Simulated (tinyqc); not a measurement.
Stretching all distances: RHF, UHF, MP2, CISD and CCSD against full CI in the 6-31g basis, for H3+, spin multiplicity 1. Computed by the program tinyqc with PySCF. All coordinates are multiplied by the scale. c0^2 is the weight of the RHF determinant in the lowest singlet FCI state (UHF is spin-contaminated and may lie near states of higher spin) and n(LUMO) the first natural occupation beyond the occupied space.

Geometry (angstrom):
```
atom       x       y       z
H     0.0000  0.0000  0.0000
H     0.0000  0.0000  0.8040
H     0.0000  0.6970  0.4020
```

Full CI energy (hartree) and errors against it (kcal/mol):
```
scale  distance 1-2 (angstrom)    E(FCI)     RHF     UHF     MP2   CISD   CCSD  <S^2> UHF   c0^2  n(LUMO)
0.980                    0.788  -1.29928  17.906  17.906   4.528  0.000  0.000      0.000  0.987    0.012
1.280                    1.029  -1.28485  21.004  21.004   5.761  0.000  0.000      0.000  0.979    0.021
1.580                    1.270  -1.23515  23.919  23.919   7.152  0.000  0.000      0.000  0.966    0.033
1.880                    1.512  -1.18701  27.411  27.411   8.815  0.000  0.000      0.000  0.949    0.051
2.180                    1.753  -1.14455  32.041  30.385  10.777  0.000  0.000      0.266  0.926    0.073
2.780                    2.235  -1.07797  45.105  22.544  14.991  0.000  0.000      0.785  0.861    0.137
```

Estimate the missing row, scale = 2.48.

Computed row:
```
scale  distance 1-2 (angstrom)    E(FCI)     RHF     UHF     MP2   CISD   CCSD  <S^2> UHF   c0^2  n(LUMO)
2.480                    1.994  -1.10803  37.977  27.748  12.939  0.000  0.000      0.591  0.896    0.102
```

UHF parts from RHF first at scale 2.18 of those listed, where <S^2> leaves zero. The weight c0^2 goes from 0.99 to 0.86 and n(LUMO) from 0.01 to 0.14: static correlation grows as the bonds break into open-shell fragments. The spread of the error along the curve, which distorts its shape, is CISD 0.0, CCSD 0.0, MP2 10.5, UHF 12.5, RHF 27.2 kcal/mol. With two electrons CISD and CCSD are exact.
